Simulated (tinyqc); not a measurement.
# From one set of inputs to another, one input at a time

Model: charge neutrality of a doped semiconductor with incomplete ionisation. Computed by tinyqc, a small Python program. Command: `OMP_NUM_THREADS=1 python tinyqc.py 3027170 3027171 out.jsonl dopant ladder`. One thread of a shared host (Intel(R) Xeon(R) Processor @ 2.30GHz), about 0.07 s of CPU time with the checks.

Energies are counted from the top of the valence band; E_D is measured down from the conduction band and E_A up from the valence band.

The inputs printed are set A. Set A is modelled on silicon; the values taken over come from a set modelled on AlN. Inputs not listed in the table keep their values of set A, so the rows need not describe a real material.

Inputs (values chosen for the exercise, modelled on silicon): gap at 0 K E_g0 = 1.18 eV; Varshni alpha = 0.000465 eV/K; Varshni beta = 626 K; electron mass m_e = 0.339 m_0; valleys M_c = 6; hole mass m_h = 0.806 m_0; donor density N_D = 2.5e+18 cm^-3; acceptor density N_A = 1.8e+18 cm^-3; donor depth E_D = 0.0463 eV; acceptor depth E_A = 0.0451 eV; donor degeneracy g_D = 2; acceptor degeneracy g_A = 4; temperature T = 150 K; iteration cap = 60.

Doping: n-type, compensated. Statistics of the bands: Boltzmann. Solver: Newton steps on the logarithm. Start of Newton steps: intrinsic level E_i.

Constants: m_0 = 9.1093837015e-31 kg; k_B = 1.380649e-23 J/K; h = 6.62607015e-34 J s; k_B = 8.617333262e-05 eV/K.

Method:
- E_g = E_g0 - alpha T^2/(T + beta).
- N_c = 2 M_c (2 pi m_e k_B T/h^2)^(3/2) and N_v = 2 (2 pi m_h k_B T/h^2)^(3/2), masses in units of m_0.
- n_i = sqrt(N_c N_v) exp(-E_g/(2 k_B T)); E_i = E_g/2 + (k_B T/2) ln(N_v/N_c).
- n = N_c exp((E_F - E_g)/k_B T), p = N_v exp(-E_F/k_B T).
- N_D+ = N_D/(1 + g_D exp((E_F - E_g + E_D)/k_B T)).
- N_A- = N_A/(1 + g_A exp((E_A - E_F)/k_B T)).
- Neutrality: p + N_D+ = n + N_A-; the log ratio is ln[(p + N_D+)/(n + N_A-)].
- Newton steps from the start named, with the slope from a central difference of 1e-6 eV; the function is the log ratio y = ln[(p + N_D+)/(n + N_A-)]; the bracket -0.3 to E_g + 0.3 eV is narrowed by the sign of y at each step, and a step that would leave it is replaced by its midpoint; stop when |log ratio| < 1e-9.

Each row keeps all changes above it; columns: (1) input moved; (2) from; (3) to; (4) majority density n (cm^-3); (5) distance of E_F from the majority band edge (eV); (6) ionised share of the donors:
```
(1)                               (2)      (3)         (4)      (5)      (6)
set A                               -        -  5.1224e+16  0.06881  0.74049
temperature T (K)                 150      300  3.7299e+17  0.11318  0.86919
acceptor density N_A (cm^-3)  1.8e+18  7.2e+16  1.4895e+18  0.07738  0.62462
acceptor depth E_A (eV)        0.0451    0.491  1.4895e+18  0.07738  0.62462
hole mass m_h (m_0)             0.806     2.48  1.4895e+18  0.07738  0.62462
donor depth E_D (eV)           0.0463    0.253  2.1497e+16  0.18695  0.03740
donor density N_D (cm^-3)     2.5e+18  2.4e+18  2.0771e+16  0.18784  0.03865
gap at 0 K E_g0 (eV)             1.18      6.2  2.0771e+16  0.18784  0.03865
```

Which inputs carry the difference?

Majority density n goes from 5.12e16 to 2.08e16, a factor 0.405 in all. The largest single move comes from donor depth E_D (a factor 0.0144), and temperature T works against it (a factor 7.28). Distance of E_F from the majority band edge goes from 0.0688 to 0.188, a factor 2.73 in all. The largest single move comes from donor depth E_D (a factor 2.42), and acceptor density N_A works against it (a factor 0.684). Ionised share of the donors goes from 0.740 to 0.0387, a factor 0.0522 in all. The largest single move comes from donor depth E_D (a factor 0.0599). The single moves hold for this order of the switches; the total does not depend on the order.

Extremes, crossings and ranges named in words are read from the listed rows.
